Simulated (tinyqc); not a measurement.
# Series resistance and length offset from two lengths at two overdrives

Question. In strong inversion R W = Rsd + k(x)(L - dL), k(x) = (1 + th1 x)/(mu0 Cox x), x the overdrive, Cox = eps0 eox/tox, with Rsd and dL independent of x. Find dL, Rsd, mu0 and th1.

Parameters, values chosen for the exercise:
- eox = 22 (relative permittivity of the gate insulator (close to hafnium oxide))
- tox = 4.8 nm (insulator thickness)

Constants: eps0 = 8.8541878128e-14 F/cm where lengths are in cm. Results are converted to the units shown.

total resistance times width (ohm um):
```
                  L = 0.11 um  L = 0.42 um
overdrive 0.56 V   688.081885   1501.34023
overdrive 1.04 V   585.569517   1099.02754
```

Answer. At each overdrive R W is a straight line in L; the two lines cross at L = dL, R W = Rsd. Their slopes give k x = (1 + th1 x)/(mu0 Cox), a straight line in x.

dL = 0.004000 um
Rsd = 410.0 ohm um
mu0 = 210.0 cm^2/(V s)
th1 = 0.4500 1/V

Numbers from tinyqc (`OMP_NUM_THREADS=1 python tinyqc.py 2210115 2210116 out.jsonl`; about 0.01 s on one thread of a shared Intel Xeon 2.30GHz).
